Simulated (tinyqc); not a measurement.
Inside a calculation. Method: CCD on RHF in the 3-21g basis, for H2, spin multiplicity 1. One step of it, computed by the program tinyqc.

Question. Iteration 8 (converged): orbitals. Diagonalise F' = X^T F X, C = X C', fill 1 alpha and 1 beta electrons from the bottom; D = 2 C_occ C_occ^T. Each column has its largest component positive (the first on a tie).

converged F (hartree), order 1H 1s, 1H 2s, 2H 1s, 2H 2s:
```
[[0.162498, -0.461184, -0.470027, -0.464569],
 [-0.461184, -0.338633, -0.464569, -0.392428],
 [-0.470027, -0.464569, 0.162498, -0.461184],
 [-0.464569, -0.392428, -0.461184, -0.338633]]
```

X, order 1H 1s, 1H 2s, 2H 1s, 2H 2s:
```
[[-0.677058, 0.838561, 0.745125, 0.271483],
 [1.790331, -0.669612, 0.281787, 0.339980],
 [0.677058, 0.838561, -0.745125, 0.271483],
 [-1.790331, -0.669612, -0.281787, 0.339980]]
```

Give: F' = X^T F X; orbital energies; coefficients C; D after iteration 8.

Answer.

F' = X^T F X (hartree):
```
[[0.9084, 0.0000, -0.5762, 0.0000],
 [0.0000, 0.9912, 0.0000, 0.0016],
 [-0.5762, 0.0000, 0.7138, 0.0000],
 [0.0000, 0.0016, 0.0000, -0.5561]]
```

orbital energies (hartree): [-0.5561, 0.2267, 0.9912, 1.3954]

coefficients C, order 1H 1s, 1H 2s, 2H 1s, 2H 2s:
```
[[0.2706, 0.1320, 0.8388, -0.9981],
 [0.3407, 1.3710, -0.6693, 1.1854],
 [0.2706, -0.1320, 0.8388, 0.9981],
 [0.3407, -1.3710, -0.6693, -1.1854]]
```

D after iteration 8, order 1H 1s, 1H 2s, 2H 1s, 2H 2s:
```
[[0.1465, 0.1844, 0.1465, 0.1844],
 [0.1844, 0.2321, 0.1844, 0.2321],
 [0.1465, 0.1844, 0.1465, 0.1844],
 [0.1844, 0.2321, 0.1844, 0.2321]]
```
